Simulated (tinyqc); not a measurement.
Single-oscillator infrared dielectric function of a polar cubic crystal: one step, computed by the program tinyqc. Command: `OMP_NUM_THREADS=1 python tinyqc.py 3002491 3002492 out.jsonl infrared walk`. One thread of a shared host (Intel(R) Xeon(R) Processor @ 2.30GHz), about 0.01 s of CPU time with the checks.

One ion pair, charges +Z* and -Z*, in a cell of volume Omega = a^3/4. Frequencies omega are given as wavenumbers (1/cm); eps_s is the static dielectric constant.

Task: Surface and particle modes. Without damping, eps(omega) = -x eps_m gives omega^2 = omega_TO^2 (eps_s + x eps_m)/(eps_inf + x eps_m): x = 1 for a flat surface at large wave vector, x = 2 for the dipole mode of a small sphere. The reflectivity R for light from vacuum (not from the medium eps_m) vanishes where eps = 1, omega^2 = omega_TO^2 (eps_s - 1)/(eps_inf - 1).

Inputs (values chosen for the exercise, modelled on potassium chloride): omega_TO = 139 1/cm; eps_inf = 2.13; eps_m of the surrounding medium = 3.9.

Structure: rock salt. Free carriers: absent.

eps_s = 5.143885

Give: surface mode; sphere mode; zero of R.

Result:

surface mode = 170.2 1/cm

sphere mode = 158.7 1/cm

zero of R = 266.2 1/cm
